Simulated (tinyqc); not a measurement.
Plane-wave Kohn-Sham cycle with exchange-only LDA in a layered model solid, step by step. One step of it, computed by the program tinyqc.

Problem. Iteration 1: Hamiltonian at one k. H(m,m') = (k + G_m)^2/2 delta + V(G_m - G_m'), with V(-G) = V(G).

A solid whose potential varies along x alone (atomic units):
```
parameter                      value
period a                   15.700000
cross-section of the cell  35.000000
electrons per cell                 2
grid points                       16
plane waves -n..n, n               2
k points                           2
V1 in V1 cos(2 pi x/a)     -0.530000
V2 in V2 cos(4 pi x/a)     -0.040000
```

V(G_m), m = 0, 1, 2, ... (hartree): -0.151476  -0.265000  -0.020000  0.000000  0.000000

k = 0.250000 2 pi / a

Give: H.

Solution.

H (hartree), lower triangle:
```
         -2       -1       +0       +1      +2
-2   0.0938
-1  -0.2650  -0.1064
+0  -0.0200  -0.2650  -0.1465
+1   0.0000  -0.0200  -0.2650  -0.0263
+2   0.0000   0.0000  -0.0200  -0.2650  0.2539
```
